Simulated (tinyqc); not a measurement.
# Resistance of a source-drain extension with a graded tip, step by step

Program tinyqc, `OMP_NUM_THREADS=1 python tinyqc.py 2282277 2282278 out.jsonl`; Intel Xeon 2.30GHz, shared host, one thread, about 0.03 s. Printed values are rounded.

y runs along the channel, the gate covers y > 0. The doping is N0 for y < y0 and N0 10^(-(y - y0)/la) beyond, uniform over the depth xj. Sheet conductance s(y) = q mu(N) max(N - Nch, 0) xj + (for y > 0) ma Cox Vo, with mu(N) = u0 + (u1 - u0)/(1 + (N/Nr)^au) and Cox = eps0 eox/tox. Current is taken as one-dimensional; depletion of the tip, spreading and the contact are left out. The metallurgical junction lies at yj, where N = Nch.

Inputs (values chosen for the exercise); mobility law close to that of electrons in silicon: relative permittivity of the gate insulator (close to silicon nitride) eox = 7.46; insulator thickness tox = 5.9 nm; active doping of the extension far from the gate N0 = 1e20 cm^-3; lateral abruptness la = 4.1 nm/decade; position under the gate where the fall begins (gate edge at 0) y0 = -0.6 nm; depth of the extension xj = 15 nm; channel doping Nch = 1.3e18 cm^-3; gate overdrive Vo = 0.81 V; mobility of the gate-induced layer ma = 99 cm^2/(V s); mobility at low doping u1 = 1414 cm^2/(V s); mobility at high doping u0 = 68.5 cm^2/(V s); reference doping Nr = 9.2e16 cm^-3; exponent au = 0.711; gate length Lg = 40 nm.

Constants: q = 1.602176634e-19 C, eps0 = 8.8541878128e-14 F/cm where lengths are in cm. Results are converted to the units shown.

## Sheet resistances and junction position

yj = y0 + la log10(N0/Nch); sheet resistance of the full extension 1/[q mu(N0)(N0 - Nch) xj] and of the gate-induced layer 1/(ma Cox Vo); metallurgical length Lg - 2 yj; ye is where the doped and the gate-induced conductances are equal.

yj = 7.132832 nm
sheet resistance of the extension = 542.0791 ohm/square
sheet resistance of the induced layer = 11138.95 ohm/square
metallurgical length = 25.73434 nm
ye = 5.305106 nm
N at ye = 3.628527e18 cm^-3

The gate takes over 1.83 nm before the junction, where N is still 2.79 times the channel doping.

## Resistance of the overlapped part

Midpoint rule on 8 equal steps from 0 to yj: R_ov = sum h/s(y), per width.

```
point,y (nm),N (cm^-3),doped conductance (uS),sheet resistance (ohm/square)
0,0.4458020,5.558100e19,1076.569,857.3800
1,1.337406,3.368697e19,688.3335,1285.168
2,2.229010,2.041726e19,444.6516,1871.164
3,3.120614,1.237466e19,288.8189,2641.352
4,4.012218,7.500129e18,186.1240,3624.514
5,4.903822,4.545737e18,115.1456,4879.938
6,5.795426,2.755116e18,62.48415,6567.747
7,6.687030,1.669843e18,19.59621,9143.168
```

R_ov = 27.524 ohm um

The exact integral is 27.686 ohm um; the coarse sum is 0.58 % below it.
